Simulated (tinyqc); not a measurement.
Deep level with several charge states, and Shockley-Read-Hall recombination: one step. Emission and generation in a depleted region. Three cases, with inputs chosen for the exercise.

Question. With n = p = 0 the level generates pairs at G = Nt en ep/(en + ep); generation lifetime tg = ni/G; current density e G W for a width W = 1 micrometre, e = 1.602176634e-19 C.

One level at Et with degeneracy 1: tn = 1/(sn vth Nt), tp = 1/(sp_ vth Nt), n1 = Nc exp((Et - Eg)/kT), p1 = Nv exp(-Et/kT), ni^2 = n1 p1. Equilibrium p0 = Nm, n0 = ni^2/Nm; n = n0 + dn, p = p0 + dn. U = (n p - ni^2)/(tp (n + n1) + tn (p + p1)), lifetime dn/U; emission rates en = sn vth n1, ep = sp_ vth p1.

Constants: kB = 8.617333262e-05 eV/K.

Case 1.

Values chosen (gap and densities of states near those of Si at this temperature; shifted at random, so the results belong to these values and not to a real crystal): Eg = 1.113 eV (gap); Nc = 3.48e+19 1/cm^3 (conduction-band density of states); Nv = 1.43e+19 1/cm^3 (valence-band density of states); T = 350 K; Et = 0.537 eV (recombination level above Ev); Nt = 7.7e+15 1/cm^3 (defects); sn = 2.8e-14 cm^2 (electron capture cross-section); sp_ = 2.7e-16 cm^2 (hole capture cross-section); vth = 16000000 cm/s (thermal velocity, both carriers).

Case 2.

Values chosen (gap and densities of states near those of GaN at this temperature; shifted at random, so the results belong to these values and not to a real crystal): Eg = 3.399 eV (gap); Nc = 2.3e+18 1/cm^3 (conduction-band density of states); Nv = 4.51e+19 1/cm^3 (valence-band density of states); T = 300 K; Et = 2.583 eV (recombination level above Ev); Nt = 5.8e+15 1/cm^3 (defects); sn = 5e-15 cm^2 (electron capture cross-section); sp_ = 9.8e-15 cm^2 (hole capture cross-section); vth = 18000000 cm/s (thermal velocity, both carriers).

Case 3.

Values chosen (gap and densities of states near those of Si at this temperature; shifted at random, so the results belong to these values and not to a real crystal): Eg = 1.136 eV (gap); Nc = 2.55e+19 1/cm^3 (conduction-band density of states); Nv = 1.19e+19 1/cm^3 (valence-band density of states); T = 300 K; Et = 0.231 eV (recombination level above Ev); Nt = 6.4e+14 1/cm^3 (defects); sn = 1e-14 cm^2 (electron capture cross-section); sp_ = 2.9e-14 cm^2 (hole capture cross-section); vth = 14000000 cm/s (thermal velocity, both carriers).

Give: en, ep; G; tg; current density.

Answer.

Case 1.

en, ep (1/s): 7.92e+04  1.14e+03

G = 8.68e+18 1/(cm^3 s)
tg = 0.0249 microsecond
current density = 0.000139 A/cm^2

The slower step, hole emission, limits the rate: en/ep = 69.3.

Case 2.

en, ep (1/s): 0.00405  3.22e-31

G = 1.87e-15 1/(cm^3 s)
tg = 1.53e+11 microsecond
current density = 2.99e-38 A/cm^2

The slower step, hole emission, limits the rate: en/ep = 1.26e+28.

Case 3.

en, ep (1/s): 0.00224  6.36e+08

G = 1.43e+12 1/(cm^3 s)
tg = 3.50e+03 microsecond
current density = 2.29e-11 A/cm^2

The slower step, electron emission, limits the rate: en/ep = 3.51e-12.

Computed by tinyqc, one run a case: `OMP_NUM_THREADS=1 python tinyqc.py N N+1 out.jsonl` with N = 1652181, 1652255, 1652431; one thread of a shared Intel(R) Xeon(R) Processor @ 2.30GHz, about 0.01 s a run at most.
